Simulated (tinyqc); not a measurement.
A tight-binding chain with uneven site energies, recursive Green functions: one step of the calculation.

The device has N = 9 slices of 1 site(s), nearest-neighbour hopping -t, and site energies U; the leads are semi-infinite continuations with site energy 0. V = <i+1|H|i> = -t 1.

Problem. States fed from the left, and the bond current. The full first column follows backwards from c_N = G_(N,1): c_i = G_(i,1)(forward) + g_i V^dagger c_(i+1). The density of states fed by the left lead is Gamma |c_i|^2/(2 pi), and the current on bond i is 2 t Gamma Im(c_(i+1) conj(c_i)) in units of T(E).

Inputs (values chosen for the exercise):
```
symbol,value,unit,meaning
t,1,eV,hopping (matrix element -t)
```

```
site             g_i (1/eV)  G_(i,1) of the forward pass (1/eV)
1      0.5017970-0.6529195i                0.5017970-0.6529195i
2     -0.4271976-0.1302297i                0.2993960-0.2135767i
3     -0.9269902-0.1135881i                0.3017969-0.1639757i
4     -4.3879323-4.0518468i                1.9886689+0.5033204i
5      0.1176533-0.1606213i               -0.3148175+0.2602053i
6     -1.1775705-0.2313241i               -0.4309115+0.2335852i
7      0.5750736-0.0779051i                0.2296084-0.1678989i
8     -1.1088266-0.0965096i                0.2707997-0.1640113i
9      0.2536275-0.8700200i                0.0740109+0.2771990i
```

Gamma = 1.9257206 eV

Find: c_i; density fed from the left; bond current.

Solution.

```
site         c_i (1/eV)  density fed from the left (1/eV)
1      0.39470-0.34165i                          0.083522
2      0.37896-0.12722i                          0.048975
3      0.22679+0.13302i                          0.021187
4     -0.04104+0.32541i                          0.032971
5     -0.26988+0.20867i                          0.035668
6     -0.34220-0.02911i                          0.036149
7      0.03035-0.22904i                          0.016360
8      0.32611+0.15050i                          0.039537
9      0.07401+0.27720i                          0.025229
```

bond current, bond 1 to 8: 0.30526  0.30526  0.30526  0.30526  0.30526  0.30526  0.30526  0.30526

The bond current is the same on every bond and equals T(E): the current is conserved.

tinyqc, about 0.03 s, one thread, Intel Xeon 2.30GHz (shared host): `OMP_NUM_THREADS=1 python tinyqc.py 2660111 2660112 out.jsonl`
